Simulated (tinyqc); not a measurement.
Finite square well with mass mismatch (envelope functions), step by step. Values are carried at full precision from step to step, so a last printed digit may differ when a step is redone from the rounded ones.

A square well of width L and depth V0, mass mw inside and mb outside, energies from the bottom of the well, c = hbar^2/2m0. k = sqrt(mw E/c), kappa = sqrt(mb (V0 - E)/c). psi and psi'/m are continuous at the walls (BenDaniel-Duke), so level n solves k L + 2 atan[(k/mw)/(kappa/mb)] = n pi.

Constants: hbar^2/2m0 = 3.80998211 eV angstrom^2.

Inputs chosen for the exercise (near those of a strained Si well in SiGe; not measured data): L = 65 angstrom (well width); V0 = 0.181 eV (barrier height); mw = 0.913 m0 (mass in the well); mb = 0.943 m0 (mass in the barrier); alpha_w = 0.53 1/eV (non-parabolicity in the well); alpha_b = 0.68 1/eV (non-parabolicity in the barrier).

## How many levels are bound

At E = V0 the arctangent equals pi/2, so level n is bound if k0 L > (n - 1) pi with k0 = sqrt(mw V0/c). Compare with the infinitely deep well, E1(hard) = c (pi/L)^2/mw.

k0 = 0.20826 1/angstrom
k0 L/pi = 4.3090
number of bound levels = 5
E1(hard) = 0.0097 eV

The count does not depend on mb. One more level binds at L = 75.4 angstrom.

## The lowest level by bisection

f(E) = k L + 2 atan[(k/mw)/(kappa/mb)] - pi rises with E. Twelve halvings of [0, V0]: keep the half in which f changes sign.

Bisection:
```
step  low (eV)  high (eV)  midpoint (eV)        k    kappa        f
1      0.00000    0.18100        0.09050  0.14726  0.14966   8.0176
2      0.00000    0.09050        0.04525  0.10413  0.18330   4.6882
3      0.00000    0.04525        0.02262  0.07363  0.19799   2.3780
4      0.00000    0.02262        0.01131  0.05207  0.20494   0.7559
5      0.00000    0.01131        0.00566  0.03682  0.20832  -0.3875
6      0.00566    0.01131        0.00848  0.04509  0.20664   0.2326
7      0.00566    0.00848        0.00707  0.04116  0.20748  -0.0619
8      0.00707    0.00848        0.00778  0.04317  0.20706   0.0887
9      0.00707    0.00778        0.00742  0.04218  0.20727   0.0143
10     0.00707    0.00742        0.00725  0.04167  0.20738  -0.0235
11     0.00725    0.00742        0.00734  0.04193  0.20732  -0.0046
12     0.00734    0.00742        0.00738  0.04205  0.20730   0.0049
```

After twelve halvings the bracket is V0/4096 = 0.044 meV wide.

## Bound levels

Solve the condition for each n (six at most). With A = cos(kL/2) for even and sin(kL/2) for odd levels, the probability in the barriers is Pb = (A^2/kappa)/(A^2/kappa + L/2 +/- sin(kL)/(2k)), + for even.

Levels:
```
n  parity  E (eV)  k (1/angstrom)  kappa (1/angstrom)      Pb
1    even  0.0074         0.04199             0.20731  0.0054
2     odd  0.0293         0.08375             0.19379  0.0227
3    even  0.0652         0.12496             0.16933  0.0563
4     odd  0.1136         0.16496             0.12920  0.1218
5    even  0.1690         0.20123             0.05455  0.3371
```

The lowest level lies at 75 % of the infinite-well value and decays into the barrier over 1/kappa = 4.8 angstrom.

## Mass in the plane and density of states

To first order in the in-plane energy, 1/m_par = (1 - Pb)/mw + Pb/mb for each subband. Each adds a step D = m_par/(2 pi c) to the density of states per area (spin included, one valley); 1/angstrom^2 = 1e16/cm^2.

Subbands:
```
n  m_par (m0)  D (1e13/(eV cm^2))
1      0.9132              38.145
2      0.9137              38.166
3      0.9146              38.207
4      0.9166              38.287
5      0.9229              38.552
```

The mass is taken as isotropic here; the valleys of Si are not, and in the plane they have mt, about 0.19 m0, so their real steps are about five times smaller.

## Levels with energy-dependent masses

Non-parabolic bands: mw is replaced by mw (1 + alpha_w E) and mb by mb (1 - alpha_b (V0 - E)), in k, kappa and the matching condition alike.

Solve the same condition with the energy-dependent masses, and list the shift from the parabolic levels that exist in both.

Levels:
```
n  E (eV)  mass inside  mass outside  shift (meV)
1  0.0075       0.9166        0.8317          0.1
2  0.0293       0.9272        0.8457          0.0
3  0.0641       0.9440        0.8680         -1.1
4  0.1093       0.9659        0.8970         -4.2
5  0.1604       0.9906        0.9298         -8.6
```

Level 1 moves by +0.1 meV and level 5 by -8.6 meV. The lighter mass deep in the barrier hardens the wall for low levels; the heavier mass in the well wins higher up.

## Checks

- Lowest level by finite differences (200 cells across the well) against the matching condition, eV: both 0.0074.

Computed by tinyqc, a small Python program: `OMP_NUM_THREADS=1 python tinyqc.py 1280103 1280104 out.jsonl` (the numbers bound the seed that draws the inputs); one thread of a shared host (Intel(R) Xeon(R) Processor @ 2.30GHz), about 0.01 s for the whole set of steps.
